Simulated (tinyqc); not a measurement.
Speciation in dilute and buffered hydrofluoric acid, oxide etch rate and bath loading. Changing the HF added. Computed by tinyqc, a small Python program. Command: `OMP_NUM_THREADS=1 python tinyqc.py 3120803 3120804 out.jsonl hfetch sweep`. One thread of a shared host (Intel(R) Xeon(R) Processor @ 2.30GHz), about 0.01 s of CPU time with the checks.

Concentrations stand for activities, NH4+ and Cl- are spectators, and water ionisation is neglected. H, F and HF2 denote the ions H+, F- and HF2-. The base temperature is 298 K.

Inputs (values chosen for the exercise, of the order of those for thermal oxide at room temperature):
```
quantity,value,unit
NH4F added,0.079,mol/L
HCl added,0,mol/L
K1 = [H][F]/[HF],0.000669,mol/L
K2 = [HF2]/([HF][F]),3.51,L/mol
K3 = [H2F2]/[HF]^2,2.35,L/mol
rate constant of neutral HF k_a,11,nm L/(min mol)
rate constant of HF2 k_b,64,nm L/(min mol)
activation energy,0.45,eV
temperature error,2.6,K
oxide removed per wafer,18,nm
```

Constants: k_B = 8.617333262e-05 eV/K.

Method:
- Fluoride balance: [HF] + [F] + 2 [HF2] + 2 [H2F2] = HF added + NH4F added. Acid balance: [H] + [HF] + [HF2] + 2 [H2F2] = HF added + HCl added. For a trial [H], [HF] = [H][F]/K1, and the fluoride balance is a quadratic in [F].
- The root is refined to 1e-13 in pH = -log10 [H].
- Rate = k_a ([HF] + 2 [H2F2]) + k_b [HF2], an empirical two-term form.
- Time = oxide/rate; a temperature error changes the rate by exp((E_a/k_B)(1/298 - 1/(298 + error))) - 1.

One run for each value:
```
HF added (mol/L),etch rate (nm/min),pH,share of HF2 in the rate (%),[HF2] (mol/L)
0.005,1.1042e-01,4.4817,61.002,0.001052
0.028,5.8788e-01,3.7309,57.909,0.005319
0.067,1.3145e+00,3.3498,53.503,0.010989
0.16,2.8155e+00,2.9712,45.774,0.020137
0.37,5.7219e+00,2.6130,35.428,0.031674
0.89,1.2133e+01,2.2508,23.931,0.045366
2.1,2.6166e+01,1.9154,14.768,0.060378
5,5.8934e+01,1.6018,8.624,0.079414
```

Give the missing row, HF added (mol/L) = 0.012.

Computed row:
```
HF added (mol/L)  etch rate (nm/min)      pH  share of HF2 in the rate (%)  [HF2] (mol/L)
0.012                     2.6069e-01  4.1005                        60.015       0.002445
```

Interpolating between the two neighbouring rows (the first column on a logarithmic scale, the others too where they are positive) misses most in [HF2] (mol/L), by 1.9 %. Over the rows, etch rate (nm/min) rises from 0.110 to 58.9 (exponent d ln y / d ln x between 0.85 and 0.98); pH falls from 4.48 to 1.60; share of HF2 in the rate (%) falls from 61.0 to 8.62 (exponent d ln y / d ln x -0.019 between the first rows and -0.62 between the last). At the low end the exponent of etch rate is 0.98, close to 1: the rate follows the acid added.

Extremes, crossings and ranges named in words are read from the listed rows.
